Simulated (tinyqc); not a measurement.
# Mobility from the current

Problem. A Schottky diode carries J = q Nc [vR vD/(vR + vD)] exp(-phi/Vt) [exp(V/Vt) - 1]. A* = 4 pi q me m0 kB^2/h^3 (times 1e-4 for A/(cm^2 K^2)); Nc = 2 (2 pi me m0 kB T/h^2)^1.5 (times 1e-6 for cm^-3); vR = A* T^2/(q Nc). Find vR, vD and mun.

Parameters, values chosen for the exercise; band and dielectric values those of a made-up semiconductor: temperature T = 300 K; electron mass me = 0.0804 m0; barrier height seen from the metal phi = 0.44 eV; bias V = 0.23 V.

Constants: q = 1.602176634e-19 C, kB = 1.380649e-23 J/K, h = 6.62607015e-34 J s, m0 = 9.1093837015e-31 kg, Vt = kB T/q. Results are converted to the units shown.

J = 101.25972 A/cm^2
vD/mun = 15728.579 V/cm

Solution. J gives the effective velocity v, and 1/vD = 1/v - 1/vR.

vR = 9.487e6 cm/s
vD = 6.134e6 cm/s
mun = 390.0 cm^2/(V s)

Computed by the program tinyqc: `OMP_NUM_THREADS=1 python tinyqc.py 2640108 2640109 out.jsonl`, one thread of a shared Intel Xeon 2.30GHz, about 0.01 s for the whole run.
